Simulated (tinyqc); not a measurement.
From one set of inputs to another, one input at a time: two-step dopant diffusion (predeposition and drive-in) with a constant diffusivity. Computed by tinyqc, a small Python program. Command: `OMP_NUM_THREADS=1 python tinyqc.py 3024368 3024369 out.jsonl dopdiff ladder`. One thread of a shared host (Intel(R) Xeon(R) Processor @ 2.30GHz), about 0.07 s of CPU time with the checks.

Fick diffusion into a half space x > 0 whose background doping C_B is of the opposite type, so that a junction lies where C = C_B.

The inputs printed are set A. Set A is modelled on aluminium in silicon; the values taken over come from a set modelled on phosphorus in silicon. Inputs not listed in the table keep their values of set A, so the rows need not describe a real material.

Inputs (values chosen for the exercise, modelled on aluminium in silicon):
```
quantity                        value    unit
prefactor D0                     1.63  cm^2/s
activation energy E              3.42      eV
surface concentration C_s     1.3e+19  1/cm^3
background doping C_B         2.1e+16  1/cm^3
predeposition temperature T1      900       C
predeposition time t1              20     min
drive-in temperature T2          1000       C
drive-in time t2                   20     min
```

Furnace ramps of the drive-in: none.

Constants: k_B = 8.617333262e-05 eV/K.

Method:
- D = D0 exp(-E/(k_B T)).
- Temperatures in kelvin are T(C) + 273.15.
- Times in seconds are 60 times the minutes.
- (Dt)2 = D2 t2, t2 in seconds.
- C = C_s erfc(x/(2 sqrt(D1 t1))); dose Q = 2 C_s sqrt(D1 t1/pi); the junction solves erfc(z) = C_B/C_s with x_j = 2 z sqrt(D1 t1).
- With a sealed surface and a thin source, C = Q/sqrt(pi (Dt)2) exp(-x^2/(4 (Dt)2)); x_j = 2 sqrt((Dt)2 ln(C(0)/C_B)); gradient at the junction |dC/dx| = C_B x_j/(2 (Dt)2).
- Exact two-step profile: C = (2 C_s/pi) int_0^alpha exp(-beta (1 + u^2))/(1 + u^2) du with alpha = sqrt(D1 t1/(Dt)2), beta = x^2/(4 (D1 t1 + (Dt)2)).
- The integral takes 48 Gauss-Legendre points; solve C(x) = C_B.

Each row keeps all changes above it:
```
input moved                                               from         to  surface concentration C(0) (Gaussian) (1/cm^3)  dose Q (1/cm^2)  exact junction depth (um)
set A                                                        -          -                                      2.1919e+18       2.9244e+13                     0.3313
prefactor D0 (cm^2/s) and activation energy E (eV)  1.63, 3.42  4.59, 3.7                                      1.9660e+18       1.2286e+13                     0.1527
predeposition temperature T1 (C)                           900        950                                      4.1540e+18       2.5959e+13                     0.1744
surface concentration C_s (1/cm^3)                     1.3e+19    1.3e+20                                      4.1540e+19       2.5959e+14                     0.2098
drive-in temperature T2 (C)                               1000       1200                                      4.2095e+18       2.5959e+14                     1.6033
background doping C_B (1/cm^3)                         2.1e+16    3.7e+14                                      4.2095e+18       2.5959e+14                     2.1283
```

Which inputs carry the difference?

Surface concentration C(0) (Gaussian) goes from 2.19e18 to 4.21e18, a factor 1.92 in all. The largest single move comes from surface concentration C_s (a factor 10.0), and drive-in temperature T2 works against it (a factor 0.101). Dose Q goes from 2.92e13 to 2.60e14, a factor 8.88 in all. The largest single move comes from surface concentration C_s (a factor 10.0), and prefactor D0 with activation energy E works against it (a factor 0.420). Exact junction depth goes from 0.331 to 2.13, a factor 6.42 in all. The largest single move comes from drive-in temperature T2 (a factor 7.64), and prefactor D0 with activation energy E works against it (a factor 0.461). The single moves hold for this order of the switches; the total does not depend on the order.

Caution (rows set A, predeposition temperature T1, surface concentration C_s): the drive-in budget is under fifteen times D1 t1, so the source is not thin and the Gaussian junction is too shallow. Caution (all rows): C_s exceeds the intrinsic carrier density of silicon at the predeposition temperature (2e18 to 1e19 per cm^3), where real diffusivities rise with concentration and profiles turn box-like. Caution (rows surface concentration C_s): the surface value exceeds the intrinsic carrier density during the drive-in as well.

Extremes, crossings and ranges named in words are read from the listed rows.
